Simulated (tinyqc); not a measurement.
Inside a calculation. Model: FinFET, parasitic resistance, capacitance and delay.

Program tinyqc, `OMP_NUM_THREADS=1 python tinyqc.py 2170017 2170018 out.jsonl`; Intel Xeon 2.30GHz, shared host, one thread, about 0.03 s. Printed values are rounded.

Nf fins under one contact; each has gated perimeter p = 2 Hf + Wf and cross-section A = Hf Wf; contact width Wc = Nf pf, stack height Hs = Hf. Contact length Lc = CPP - Lg - 2 Lsp, shared by two neighbouring gates. Source and drain sides are equal. The formulas are first-order estimates, not field solutions.

Parameters, values chosen for the exercise; values close to those of silicon logic devices: temperature T = 300 K; number of fins Nf = 3; fin height Hf = 60 nm; fin width Wf = 5 nm; fin pitch pf = 42 nm; contacted gate pitch CPP = 70 nm; gate length Lg = 14 nm; spacer length Lsp = 7 nm; relative permittivity of the spacer ks = 7; gate height above the channel stack Hc = 15 nm; contact resistivity rc = 2.6e-9 ohm cm^2; resistivity of the source-drain epitaxy re = 0.00039 ohm cm; current-carrying depth of the epitaxy te = 15 nm; resistivity of the extension rx = 0.00095 ohm cm; gate overlap Lov = 1.5 nm; inversion capacitance Cinv = 2.6 uF/cm^2; injection velocity vx = 8.9e6 cm/s; apparent mobility mu = 200 cm^2/(V s); threshold at zero drain voltage VT = 0.3 V; barrier lowering dl = 0.042 V/V; subthreshold factor n = 1.15; wire load Cw = 0.23 fF; supply voltage Vdd = 0.7 V.

Constants: q = 1.602176634e-19 C, kB = 1.380649e-23 J/K, eps0 = 8.8541878128e-12 F/m, Vt = kB T/q. Results are converted to the units shown.

## Geometry and resistances

Epitaxy sheet resistance Rsh = re/te, transfer length LT = sqrt(rc/Rsh), contact Rc = [sqrt(rc Rsh)/Wc] coth(Lc/(2 LT)); extension of one fin Rx = rx Lsp/A. Effective width N p; for equal currents one side has Rc + Rx/N.

Lc = 42 nm
effective width = 375 nm
Rsh = 260 ohm
LT = 31.62278 nm
Rc = 112.2984 ohm
Rx = 221.6667 ohm
one side times effective width = 69.82023 ohm um

Lc/2 is 0.66 transfer lengths, and Rc is 14 % above the area limit rc/(Wc Lc/2). The contact makes up 60.3 % of one side.

## Capacitances

With N fins: gate Cg = Cinv p N Lg; per side, plate Cp = ks eps0 [Wc (Hs + Hc) - N A]/Lsp, top fringe Cf = (2/pi) ks eps0 Wc ln(1 + Lg/(2 Lsp)), overlap Co = Cinv p N Lov. Cs = Cp + Cf + Co. An inverter of two such devices driving an equal one has the load CL = 2 (Cg + 2 Cs) + 4 Cs + Cw (its own drains counted twice for the Miller effect).

Cg = 136.5 aF
Cp = 75.70331 aF
Cf = 3.446061 aF
Co = 14.62500 aF
CL = 1253.195 aF

The channel capacitance gives 21.8 % of CL, the parasitic parts 59.9 % and the wire 18.4 %.

## Iteration 1: fin currents at Vgs = Vdd, Vds = Vdd/2

I at the start (uA): fin 1 0, fin 2 0, fin 3 0

One fin: I = p Q vx u/(1 + |u|^1.8)^(1/1.8), Q = Cinv n Vt ln(1 + exp((Vg' - VT + dl Vd')/(n Vt))), u = Vd' mu/(vx Lg), Vg' = Vgs - v, Vd' = Vds - 2 v, with the drop on each side v = Rc (sum of I) + Rx I. I(new) = I(out).

drop v (mV): fin 1 0, fin 2 0, fin 3 0
I(out) (uA): fin 1 117.0701, fin 2 117.0701, fin 3 117.0701
I after iteration 1 (uA): fin 1 117.0701, fin 2 117.0701, fin 3 117.0701

## Iteration 2: fin currents at Vgs = Vdd, Vds = Vdd/2

As before.

drop v (mV): fin 1 65.39087, fin 2 65.39087, fin 3 65.39087
I(out) (uA): fin 1 94.13613, fin 2 94.13613, fin 3 94.13613
I after iteration 2 (uA): fin 1 94.13613, fin 2 94.13613, fin 3 94.13613

## Course of the iteration: fin currents at Vgs = Vdd, Vds = Vdd/2

Stop when the largest change of I is below 1e-6 uA, or after 80 iterations.

Course of the iteration:
```
iteration	total I (uA)	largest |change| of one entry (uA)
1	351.2102	117
2	282.4084	22.9
3	296.6224	4.74
4	293.7302	0.964
5	294.3204	0.197
6	294.2000	0.0401
7	294.2246	8.18e-3
8	294.2196	1.67e-3
9	294.2206	3.40e-4
10	294.2204	6.94e-5
11	294.2204	1.42e-5
12	294.2204	2.89e-6
13	294.2204	5.89e-7
```

Converged in 13 iterations. At the end each change is about 0.20 times the one before: linear convergence.

## Effective current, delay and energy

IH = I(Vdd, Vdd/2) = 294.2204 uA
IL = I(Vdd/2, Vdd), solved likewise = 60.42077 uA

Ieff = (IH + IL)/2, delay CL Vdd/(2 Ieff), energy CL Vdd^2, with CL the load of an inverter that drives an equal one.

Ieff = 177.3206 uA
delay = 2.473589 ps
energy = 614.0655 aJ

Without any series resistance Ieff would be 211 uA, so the resistances cost 15.8 %.
